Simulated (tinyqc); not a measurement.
Worked calculation: microkinetic model of low-temperature epitaxy from hydride gases: adsorption, hydrogen desorption and rate control. Computed by tinyqc, a small Python program that keeps every step. Command: `OMP_NUM_THREADS=1 python tinyqc.py 3008436 3008437 out.jsonl hepi walk`. One thread of a shared host (Intel(R) Xeon(R) Processor @ 2.30GHz), about 0.01 s of CPU time with the checks. Intermediate numbers are printed to about 7 digits and carried at full precision; extremes and crossings named in words are read from the listed rows.

Each hydride molecule needs two free sites and leaves four hydrogen atoms, of which two leave at once as H2; theta is the hydrogen coverage, the site density is 6.78 per nm^2 and one layer is 1.358 angstrom thick.

Inputs (values chosen for the exercise, close to those used for silane and germane on Si(001)):
```
quantity                                           value  unit
silane pressure p_S                                  1.4    Pa
sticking prefactor of silane s0                     0.14     -
adsorption barrier E_s                              0.12    eV
desorption prefactor nu_d                        1.8e+12   1/s
desorption energy on silicon E_d                    2.01    eV
hydrogen carrier pressure p_H                        110    Pa
sticking of hydrogen s_H                         3.7e-07     -
temperature T                                        510     C
germane pressure p_G                                0.15    Pa
sticking ratio of germane to silane r_G                2     -
lowering of E_d per unit germanium fraction, dE     0.55    eV
```

Film: silicon-germanium. Order of hydrogen desorption: first.

Constants: k_B = 8.617333262e-05 eV/K; u = 1.6605390666e-27 kg; k_B = 1.380649e-23 J/K.

## Rate constants

Flux per site F = p/(sqrt(2 pi M k_B T) x 6.78e18 per m^2), M = 32.12 u (silane), 76.63 u (germane), 2.016 u (hydrogen); s = s0 exp(-E_s/(k_B T)); k_S = s F_S, k_G = r_G s F_G; germanium fraction x = k_G/(k_S + k_G); k = k_S + k_G; k_H = s_H F_H; k_d = nu_d exp(-(E_d - dE x)/(k_B T)). Temperatures in kelvin are T(C) + 273.15.

k = 92.39538 1/s

germanium fraction x = 0.1218315

k_H = 0.3980530 1/s

k_d = 0.5644151 1/s

## Coverage and growth rate

With k the hydride and k_H the hydrogen adsorption rate on free pairs and k_d the desorption rate, steady state: 2 (k + k_H)(1 - theta)^2 = k_d theta; growth rate R = k (1 - theta)^2 layers/s; 1 layer/s = 8.148 nm/min. With c = 2 (k + k_H)/k_d the free share is 1 - theta = 2/(1 + sqrt(1 + 4c)).

c = 328.8127

hydrogen coverage theta = 0.9463522

growth rate R in layers = 0.2659221 layers/s

growth rate G = 2.166733 nm/min

Hydrogen covers most sites: its desorption limits growth.

## Degrees of rate control

X_i = d ln R/d ln k_i at fixed other constants. With f = 1 - theta and a = 2/f + 1/theta: d ln f/d ln k_d = 1/(a f), so X_d = 2/(a f), X_k = 1 - X_d k/(k + k_H), X_H = -X_d k_H/(k + k_H); they sum to 1.

X_d (desorption) = 0.9724367

X_k (hydride adsorption) = 0.03173469

X_H (hydrogen adsorption) = -0.004171430

## Two regimes over temperature

Limits: desorption-limited R = k_d k/(2 (k + k_H)), adsorption-limited R = k.

Growth:
```
T (C)      theta    G (nm/min)  desorption limit (nm/min)  adsorption limit (nm/min)
400    0.9941791  2.057566e-02               2.069613e-02                    607.263
450    0.9825331  2.062385e-01               2.099049e-01                    675.985
500    0.9548956  1.506404e+00               1.577559e+00                    740.464
550    0.8979806  8.332496e+00               9.279149e+00                    800.590
600    0.7964456  3.548444e+01               4.455350e+01                    856.401
650    0.6426112  1.159797e+02               1.804819e+02                    908.030
700    0.4524650  2.865035e+02               6.332058e+02                    955.666
750    0.2706102  5.317601e+02               1.965041e+03                    999.531
800    0.1401171  7.688724e+02               5.487354e+03                   1039.862
850    0.0670300  9.373684e+02               1.398432e+04                   1076.899
```

The apparent activation energy of G is 1.93 eV between the first rows and 0.41 eV between the last; full hydrogen cover gives a value near the desorption energy (plus E_s where k_H far exceeds k), a bare surface one near E_s less k_B T/2 from the flux. The coverage passes one half between 650 and 700 C, the knee of the Arrhenius plot.

Checks made by the program: steady coverage against time integration of d theta/dt (relative difference below 1e-10); degree of control against a finite difference (relative difference below 1e-10).
